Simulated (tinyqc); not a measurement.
Composition profile: interdiffusion in a binary couple: Darken equations, Kirkendall shift and Boltzmann-Matano analysis. Computed by tinyqc, a small Python program. Command: `OMP_NUM_THREADS=1 python tinyqc.py 3007103 3007104 out.jsonl darken walk`. One thread of a shared host (Intel(R) Xeon(R) Processor @ 2.30GHz), about 0.02 s of CPU time with the checks.

x is the mole fraction of B; the molar volume is constant, and the two halves are long enough to count as infinite.

Inputs (values chosen for the exercise, for a model alloy A-B):
```
quantity                        value   unit
tracer diffusivity D*_A(0)    1.2e-13  m^2/s
tracer diffusivity D*_B(0)    6.4e-14  m^2/s
slope k of ln D* with x           2.4      -
regular-solution parameter W     0.06     eV
temperature T                    1350      K
left composition x_L           0.0096      -
right composition x_R            0.56      -
time t                          16000      s
```

Vacancy-wind correction: none.

Constants: k_B = 8.617333262e-05 eV/K.

Method:
- D*_i(x) = D*_i(0) exp(k x); thermodynamic factor Phi = 1 - 2 W x (1 - x)/(k_B T); intrinsic D_i = D*_i Phi; interdiffusion D~ = x D_A + (1 - x) D_B.
- With lambda = z/sqrt(t), the profile solves d/dlambda (D~ dx/dlambda) + (lambda/2) dx/dlambda = 0 with x = x_L and x_R far to the left and right; z = 0 is the original interface. It is solved as a boundary-value problem in y = lambda/sqrt(D~ at the mean composition) on -12 < y < 12 (collocation, tolerance 1e-8).
- The last column is the error-function profile for a constant D~ taken at the mean composition.

D~ at the mean composition = 1.2509e-13 m^2/s

Profile at time t:
```
y      z (um)        x  dx/dz (1/um)  x for constant D~
-3.0  -134.21  0.01166     0.0001444            0.01893
-2.0   -89.48  0.03890     0.0014063            0.05289
-1.5   -67.11  0.08446     0.0026856            0.08909
-1.0   -44.74  0.15652     0.0036355            0.14156
-0.5   -22.37  0.24070     0.0037562            0.20875
0.0      0.00  0.32008     0.0032795            0.28480
0.5     22.37  0.38606     0.0026135            0.36085
1.0     44.74  0.43731     0.0019835            0.42804
1.5     67.11  0.47561     0.0014604            0.48051
2.0     89.48  0.50348     0.0010486            0.51671
3.0    134.21  0.53688     0.0004978            0.55067
```

What follows from these numbers?

At the original interface x = 0.3201, against the mean 0.2848. D~ is 4.17 times as large at x_R as at x_L, so the profile is flatter and reaches further on the right.
